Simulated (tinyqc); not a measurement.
Changing the temperature T: defect equilibria of an oxide against oxygen pressure (mass action). Computed by tinyqc, a small Python program. Command: `OMP_NUM_THREADS=1 python tinyqc.py 3002760 3002761 out.jsonl brouwer sweep`. One thread of a shared host (Intel(R) Xeon(R) Processor @ 2.30GHz), about 0.01 s of CPU time with the checks.

Defects: oxygen vacancies V (charge +2), electrons n, holes p, the ionic partner X = O_i'' (charge -2). Activities are taken equal to concentrations.

Inputs (values chosen for the exercise, for a model oxide):

| quantity | value | unit |
|---|---|---|
| reduction enthalpy H_r | 3.91 | eV |
| prefactor K_r0 | 2.2e+69 | cm^-9 atm^(1/2) |
| gap E_g | 3.78 | eV |
| prefactor N_c N_v | 2.8e+42 | cm^-6 |
| disorder enthalpy H_s | 2.03 | eV |
| prefactor K_s0 | 4.5e+45 | cm^-6 |
| oxygen pressure P | 0.5 | atm |
| electron mobility mu_n | 0.16 | cm^2/(V s) |
| hole mobility mu_p | 0.11 | cm^2/(V s) |
| vacancy diffusion prefactor D_0 | 0.091 | cm^2/s |
| vacancy migration energy E_m | 1.1 | eV |

Ionic disorder: anion Frenkel. Dopant (singly charged, fully ionised): none.

Constants: k_B = 8.617333262e-05 eV/K; e = 1.602176634e-19 C.

Method:
- K_r = K_r0 exp(-H_r/k_B T) = [V] n^2 P^(1/2); K_i = N_c N_v exp(-E_g/k_B T) = n p; K_s = K_s0 exp(-H_s/k_B T) = [X] [V].
- Neutrality: 2 [V] + p = n + 2 [X]. With n as the unknown, [V] = K_r/(n^2 P^(1/2)), p = K_i/n, [X] = K_s/[V]; the log ratio is ln(positive/negative).
- The root is found by 60 bisections in ln n between n = 1e-10 and 1e25 cm^-3.
- sigma_n = e n mu_n, sigma_p = e p mu_p, sigma_ion = 2 e [V] mu_V with mu_V = 2 e D/(k_B T) and D = D_0 exp(-E_m/k_B T); only the oxygen vacancies carry ionic current, and the ionic transport number is sigma_ion over the total.

One run for each value:

| temperature T (K) | n (cm^-3) | [V] (cm^-3) | p (cm^-3) | total conductivity (S/cm) | ionic transport number |
|---|---|---|---|---|---|
| 700 | 8.1562e+12 | 3.3052e+15 | 2.0935e+02 | 2.0912e-07 | 0.000184 |
| 800 | 1.6368e+14 | 2.7105e+16 | 2.6316e+04 | 4.1985e-06 | 0.000642 |
| 1000 | 1.0888e+16 | 5.1705e+17 | 2.2901e+07 | 2.8011e-04 | 0.003572 |
| 1100 | 5.0057e+16 | 1.5132e+18 | 2.6865e+08 | 1.2917e-03 | 0.006576 |
| 1200 | 1.7836e+17 | 3.7075e+18 | 2.0920e+09 | 4.6223e-03 | 0.010856 |
| 1300 | 5.2231e+17 | 7.9246e+18 | 1.1888e+10 | 1.3614e-02 | 0.016484 |
| 1400 | 1.3110e+18 | 1.5217e+19 | 5.2740e+10 | 3.4415e-02 | 0.023446 |
| 1500 | 2.9089e+18 | 2.6820e+19 | 1.9195e+11 | 7.7006e-02 | 0.031655 |

Give the missing row, temperature T (K) = 900.

Computed row:
```
temperature T (K)   n (cm^-3)  [V] (cm^-3)   p (cm^-3)  total conductivity (S/cm)  ionic transport number
900                1.6860e+15   1.3937e+17  1.1304e+06                 4.3293e-05                0.001676
```

Interpolating between the two neighbouring rows (linearly) misses most in p (cm^-3), by a factor of 10. Over the rows, n (cm^-3) rises from 8.16e12 to 2.91e18 (exponent d ln y / d ln x 22 between the first rows and 12 between the last); [V] (cm^-3) rises from 3.31e15 to 2.68e19 (exponent d ln y / d ln x 16 between the first rows and 8.2 between the last); p (cm^-3) rises from 209 to 1.92e11 (exponent d ln y / d ln x 36 between the first rows and 19 between the last). A line through ln n against 1/(k_B T) gives 1.446 eV.
